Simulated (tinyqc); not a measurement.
# Hall effect and magnetoresistance of several carrier groups with constant relaxation times, step by step

A worked calculation. Computed by tinyqc, a small Python program that keeps every step. Command: `OMP_NUM_THREADS=1 python tinyqc.py 3001005 3001006 out.jsonl hall2 walk`. One thread of a shared host (Intel(R) Xeon(R) Processor @ 2.30GHz), about 0.01 s of CPU time with the checks. Intermediate numbers are printed to about 6 digits and carried at full precision; extremes and crossings named in words are read from the listed rows.

Group 1 has charge -e and group 2 charge +e; s_i is that sign. B lies along z; mu B is formed with mu in m^2/(V s).

Inputs (values chosen for the exercise, for a model conductor):
```
quantity            value        unit
density n1        7.6e+16      1/cm^3
mobility mu1         2200  cm^2/(V s)
density n2        4.4e+15      1/cm^3
mobility mu2          770  cm^2/(V s)
magnetic field B      3.3           T
```

Carriers: electrons and holes. Densities: per volume.

Constants: e = 1.602176634e-19 C.

## Conductivity of each group

sigma_xx = sum n_i e mu_i/(1 + mu_i^2 B^2); sigma_xy = sum s_i n_i e mu_i^2 B/(1 + mu_i^2 B^2).

Parts (S/cm):
```
group      mu B  sigma_xx  sigma_xy
group 1   0.726   17.5423  -12.7357
group 2  0.2541  0.509895  0.129564
```

sigma_xx = 18.0522 S/cm

sigma_xy = -12.6061 S/cm

sigma at B = 0 = 27.3312 S/cm

## Resistivity, Hall coefficient and magnetoresistance

rho_xx = sigma_xx/(sigma_xx^2 + sigma_xy^2); Hall coefficient R_H = sigma_xy/(B (sigma_xx^2 + sigma_xy^2)), with B in V s/cm^2 (1 T = 1e-4 V s/cm^2); magnetoresistance MR = rho_xx(B)/rho_xx(0) - 1. Apparent density 1/(e |R_H|); Hall mobility |R_H|/rho_xx.

rho_xx = 0.0372367 ohm cm

Hall coefficient R_H = -78.7969 cm^3/C

magnetoresistance MR = 1.77235 %

apparent density = 7.92101e+16 1/cm^3

Hall mobility = 2116.11 cm^2/(V s)

A one-carrier reading would report electrons of density 7.92e16, against n1 = 7.6e16 and n2 = 4.4e15.

## Limits of weak and strong field

Weak field: R_H(0) = sum s_i n_i mu_i^2/(e (sum n_i mu_i)^2); MR = c B^2 with c = n1 n2 mu1 mu2 (s1 mu1 - s2 mu2)^2/(n1 mu1 + n2 mu2)^2. Strong field: R_H = 1/(e sum s_i n_i); rho_xx saturates at (n1/mu1 + n2/mu2)/(e (sum s_i n_i)^2).

R_H at weak field = -78.3359 cm^3/C

coefficient c = 0.00171710 1/T^2

R_H at strong field = -87.1719 cm^3/C

saturation MR = 33.9656 %

R_H keeps its sign, and its size changes by a factor 1.11 from weak to strong field.

## Field dependence

rho_xx = sigma_xx/(sigma_xx^2 + sigma_xy^2); Hall coefficient R_H = sigma_xy/(B (sigma_xx^2 + sigma_xy^2)), with B in V s/cm^2 (1 T = 1e-4 V s/cm^2); magnetoresistance MR = rho_xx(B)/rho_xx(0) - 1.

Against the field:
```
B (T)        mu1 B  rho_xx (ohm cm)  R_H (cm^3/C)       MR (%)
0.23   5.06000e-02        0.0365915      -78.3382  9.08103e-03
0.68   1.49600e-01        0.0366172      -78.3565  7.92135e-02
1.8    3.96000e-01        0.0367885      -78.4782  5.47375e-01
4.5    9.90000e-01        0.0377423      -79.1564  3.15422e+00
11     2.42000e+00        0.0413049      -81.6895  1.28913e+01
27     5.94000e+00        0.0463632      -85.2860  2.67164e+01
68     1.49600e+01        0.0485058      -86.8094  3.25722e+01
180    3.96000e+01        0.0489402      -87.1183  3.37595e+01
550    1.21000e+02        0.0490075      -87.1661  3.39434e+01
```

MR starts as B^2.00 and ends as B^0.00; it saturates at 34.0 %. One group alone would show no magnetoresistance in this model. The rows with mu1 B well above 1 show the semiclassical limit; Landau quantisation is left out. Fields above 100 T are beyond ordinary laboratory magnets.

## Back from four measured limits to the two groups

With z_i = s_i mu_i and w_i = s_i n_i the moments M_k = w1 z1^k + w2 z2^k are M_(-1) = (1 + MR_sat) M_0^2/M_1, M_0 = 1/(e R_strong), M_1 = sigma(0)/e, M_2 = R_weak sigma(0)^2/e. The z_i are the roots of z^2 + p z + q with M_2 + p M_1 + q M_0 = 0 and M_1 + p M_0 + q M_(-1) = 0; then w follows from M_0 and M_1. Group 1 is the faster.

p and q: 1430.00  -1.69400e+06

signed mobilities s_i mu_i (cm^2/(V s)): -2200  770.000

densities (1/cm^3): 7.60e+16  4.40000e+15

Checks made by the program: weak-field formulas against the tensor at mu1 B = 1e-3 (relative difference 1e-07); recovered mobilities and densities against the inputs (relative difference below 1e-10).
